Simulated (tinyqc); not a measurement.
# Surface potential of a MOS transistor: implicit equation and explicit approximations: two studies

p-type body, charge-sheet picture, depletion and inversion only, full ionisation (an idealisation for deep acceptors), Boltzmann statistics (rough once Na exp(x - xn) passes about Nc/7). In units of Vt: xg = (Vg - Vfb)/Vt, x = psi/Vt, G = gamma/sqrt(Vt), xn = (2 phiF + Vc)/Vt. The implicit equation is (xg - x)^2 = G^2 [x - 1 + exp(x - xn)] for x above about 3. Cox = eps0 eox/tox.

Inputs (values chosen for the exercise); band and dielectric values close to those of silicon: temperature T = 300 K; band gap Eg = 1.1 eV; relative permittivity eps_r = 11.9; conduction-band density of states at T Nc = 2.81e19 cm^-3; valence-band density of states at T Nv = 2.65e19 cm^-3; relative permittivity of the gate insulator (close to aluminium oxide) eox = 9.21; insulator thickness tox = 18 nm; acceptor density Na = 3.2e16 cm^-3; flat-band voltage Vfb = -0.78 V; channel-body voltage Vc = 0 V; gate-body voltage Vg = 0.38 V.

Constants: q = 1.602176634e-19 C, kB = 1.380649e-23 J/K, Vt = kB T/q, eps0 = 8.8541878128e-14 F/cm where lengths are in cm. Results are converted to the units shown.

Each table varies one quantity; the others keep the values above.

## Accuracy of the approximations against gate voltage

ni = sqrt(Nc Nv) exp(-Eg/(2 Vt)), Eg in volts; phiF = Vt ln(Na/ni); gamma = sqrt(2 q eps0 eps_r Na)/Cox; VT = Vfb + Vt (xn + G sqrt(xn - 1)). Depletion value a = 1 + [sqrt(G^2/4 + xg - 1) - G/2]^2; inversion value b = xn + ln[(xg - xn)^2/G^2 - xn + 1] and first guess y = min(a, b) - ln(1 + exp(-|a - b|)) if a > xn + 1, else b = y = a; one second-order correction with D = exp(y - xn), p = 2 (xg - y) + G^2 (1 + D), w = (xg - y)^2 - G^2 (y - 1 + D): z = y + 2 w/(p + sqrt(p^2 - 2 (2 - G^2 D) w)), or the Newton step z = y + w/p where the root is not real. N_inv = (Cox Vt G/q) [sqrt(x - 1 + exp(x - xn)) - sqrt(x - 1)] at the root. Lambert form (Cox m Vt/q) W0[(G/(2 m sqrt(xn - 1))) exp((Vg - VT)/(m Vt))], m = 1 + G/(2 sqrt(xn - 1)). Errors under 1e-4 mV, and the linear form below VT, are printed as 0.

Accuracy of the approximations against gate voltage:
```
Vg (V)  psi (V)    x - xn  error of y (mV)  error of z (mV)  N_inv (cm^-2)  Cox (Vg - VT)/q (cm^-2)  Lambert form (cm^-2)
-0.23    0.4081    -13.27                0                0        2.351e4                        0               1.330e4
-0.03    0.5793    -6.644          4.49e-3                0        1.467e7                        0               1.215e7
0.17     0.7511  0.002607             3.05         -8.12e-4        9.786e9                 1.000e10               9.864e9
0.37     0.8444     3.610             20.6             5.53       2.772e11                 5.755e11              2.939e11
0.57     0.8772     4.878             15.1            -1.60       7.384e11                 1.141e12              7.786e11
0.77     0.8967     5.634             11.8           -0.612       1.242e12                 1.707e12              1.301e12
0.97     0.9109     6.180             9.77           -0.321       1.762e12                 2.272e12              1.838e12
1.17     0.9219     6.609             8.43           -0.195       2.293e12                 2.838e12              2.382e12
1.37     0.9311     6.963             7.46           -0.130       2.829e12                 3.403e12              2.931e12
```

Read the table: what changes, and by how much?

psi rises from 0.408 to 0.931 V and ends 7.0 Vt above 2 phiF + Vc. Among the rows the first guess is off by at most 21 mV (at Vg = 0.37 V) and the corrected value by at most 5.5 mV. In the last row the linear form is 20 % above N_inv and the Lambert form 3.6 % above it; in the first row the Lambert form is 43 % below it. For Vg = 0.57, 0.77, 0.97, 1.17, 1.37 the electron quasi-Fermi level lies less than 2 Vt below the band edge at the surface, or above it, where degeneracy and confinement, left out, matter.

## Effect of the insulator thickness at fixed gate voltage

Same model as above.

Effect of the insulator thickness at fixed gate voltage:
```
tox (nm)  psi (V)   x - xn  error of y (mV)  error of z (mV)  N_inv (cm^-2)  Cox (Vg - VT)/q (cm^-2)  Lambert form (cm^-2)
6          0.9056    5.976             25.9             8.81       1.550e12                 2.916e12              1.732e12
8.2        0.8909    5.407             23.9             7.57       1.067e12                 1.986e12              1.172e12
11         0.8761    4.834             22.3             6.67       7.156e11                 1.340e12              7.745e11
15         0.8586    4.158             21.2             5.96       4.308e11                 8.351e11              4.600e11
21         0.8350    3.247             19.4            -4.39       2.041e11                 4.386e11              2.150e11
29         0.8002    1.901             10.0           -0.185       6.056e10                 1.652e11              6.286e10
39         0.7366  -0.5605             3.34         -1.18e-3        5.650e9                        0               5.622e9
54         0.6265   -4.820           0.0641                0        8.730e7                        0               7.445e7
```

What does the comparison show?

As tox goes from 6 to 54, psi falls from 0.906 to 0.626 V, x - xn falls from 5.98 to -4.82 and N_inv falls from 1.55e12 to 8.73e7 cm^-2. The Lambert form lies between 0.853 and 1.12 times N_inv. For tox = 6, 8.2, 11 the electron quasi-Fermi level lies less than 2 Vt below the band edge at the surface, or above it, where degeneracy and confinement, left out, matter.

Numbers from tinyqc (`OMP_NUM_THREADS=1 python tinyqc.py 2122076 2122077 out.jsonl`; about 0.01 s on one thread of a shared Intel Xeon 2.30GHz).
